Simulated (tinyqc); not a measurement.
What moves the results: virtual-crystal alloy A(1-x)B(x) in sp3s* tight binding. A value that a table varies takes the place of the one given here.

sp3s* tight binding, nearest neighbours only: anion (a) at 0, cation (c) at a/4 (1,1,1), orbitals s, px, py, pz, s* on each; k in units of 2 pi/a. With phases e_j = exp(i (pi/2) k.n_j) for n = (1,1,1), (1,-1,-1), (-1,1,-1), (-1,-1,1): g0 = (e1+e2+e3+e4)/4, g1 = (e1+e2-e3-e4)/4, g2 = (e1-e2+e3-e4)/4, g3 = (e1-e2-e3+e4)/4. The diagonal holds the levels Esa, Epa, Exa (s*) and Esc, Epc, Exc. Anion-cation block: <sa|sc> = Vss g0; <sa|xc> = Vsapc g1; <xa|sc> = -Vscpa g1; <xa|xc> = Vxx g0; <xa|yc> = <ya|xc> = Vxy g3, <xa|zc> = <za|xc> = Vxy g2, <ya|zc> = <za|yc> = Vxy g1; <s*a|xc> = Vxapc g1; <xa|s*c> = -Vpaxc g1; y and z take g2 and g3 in place of g1; s-s* and s*-s* vanish.

Virtual crystal: a(x) = (1 - x) aA + x aB (Vegard); the six levels are averaged linearly; the seven couplings follow Harrison's rule, V(x) a(x)^2 = (1 - x) V_A aA^2 + x V_B aB^2. No spin-orbit coupling and no disorder. Gaps are measured from the top of the valence band at Gamma; the Delta value is the minimum on (kx,0,0) for kx from 0.5 to 1.

Inputs chosen for the exercise (A near a published set for Ge, B for Si; such sets place X and L only to about 0.5 eV; the results hold for these values, not for the real material):
```
symbol  value                                                                                           unit      meaning
aA      5.656                                                                                           angstrom  lattice constant of A
aB      5.426                                                                                           angstrom  of B
pA      (-5.871, 1.613, -5.871, 1.613, 6.392, 6.392, -6.804, 1.606, 4.917, 5.473, 5.473, 5.205, 5.205)  eV        order Esa, Epa, Esc, Epc, Exa, Exc, Vss, Vxx, Vxy, Vsapc, Vscpa, Vxapc, Vpaxc
pB      (-4.208, 1.709, -4.208, 1.709, 6.677, 6.677, -8.303, 1.714, 4.558, 5.711, 5.711, 5.391, 5.391)  eV        the same for B
x       0.63                                                                                                      fraction of B
```

## Gaps across the alloy

Bowing b from E(x) = (1 - x) E(0) + x E(1) - b x (1 - x), taken at x = 0.5.

Gaps (eV):
```
x      a (angstrom)   Gamma   Delta       L
0.000        5.6560  0.9260  0.7999  0.7764
0.125        5.6273  1.3102  0.8445  0.9776
0.250        5.5985  1.6978  0.8887  1.1825
0.375        5.5697  2.0889  0.9327  1.3909
0.500        5.5410  2.4836  0.9763  1.6028
0.625        5.5122  2.8820  1.0196  1.8179
0.750        5.4835  3.2841  1.0626  2.0362
0.875        5.4547  3.3996  1.1052  2.2574
1.000        5.4260  3.4280  1.1475  2.4814
```

bowing (eV): Gamma -1.226, Delta -0.011, L 0.104

The lowest valley changes from L to the Delta line near x = 0.02 (linear estimate between rows). The bowing is -1.226 (Gamma), -0.011 (Delta) and +0.104 eV (L); a positive value means that the gap sags below the straight line. At Gamma the lowest empty level is s-like at one end and p-like at the other, so that column has a kink and its b is no true bowing. The virtual crystal leaves out the part of the bowing that comes from disorder and bond relaxation, and this model places the Delta and L valleys only roughly, so crossings, or their absence, can differ from those of the real alloy.

## Two ways to average the couplings

The gaps with the 1/a^2 rule and with a plain linear average of all thirteen parameters.

Gaps (eV):
```
x      Gamma   Delta       L  Gamma, linear  Delta, linear  L, linear
0.10  1.2331  0.8356  0.9371         1.2434         0.8357     0.9417
0.25  1.6978  0.8887  1.1825         1.7195         0.8890     1.1922
0.50  2.4836  0.9763  1.6028         2.5130         0.9766     1.6159
0.75  3.2841  1.0626  2.0362         3.3065         1.0627     2.0461
0.90  3.4053  1.1137  2.3020         3.4064         1.1137     2.3068
```

At x = 0.5 the two rules differ by -29.4 (Gamma), -0.2 (Delta) and -13.1 meV (L), with lattice constants 4.07 % apart: in terms of bowing, b = 4 times the sag at x = 0.5, the rule adds +0.118, +0.001 and +0.052 eV. The ends x = 0 and 1 are the same under both rules.

## Composition and lattice constants

Gaps of the alloy. Each row changes one parameter from the base and keeps the others.

Results:
```
case                 gap Gamma (eV)  gap Delta (eV)  gap L (eV)  kx of the Delta minimum
base                         2.8980          1.0214      1.8266                    0.758
x = 0.68                     3.0585          1.0386      1.9136                    0.754
aA = 5.769 angstrom          2.8874          1.0214      1.8221                    0.758
aB = 5.317 angstrom          2.8871          1.0214      1.8220                    0.758
```

The largest shifts from the base row, up to three for each result and ties (the steps differ in size, so this ranks the rows, not the parameters). gap Gamma (eV): x +0.1605, aB -0.0109, aA -0.0107. gap Delta (eV): x +0.0172; unchanged at the printed digits by aA and aB. gap L (eV): x +0.0870, aB -0.0047, aA -0.0046. kx of the Delta minimum: x -0.004; unchanged at the printed digits by aA and aB. The lattice constants enter only through the weights of the couplings.

Run: tinyqc, `OMP_NUM_THREADS=1 python tinyqc.py 1480033 1480034 out.jsonl`; Intel(R) Xeon(R) Processor @ 2.30GHz, one thread, shared host; about 0.07 s of CPU time with all checks.
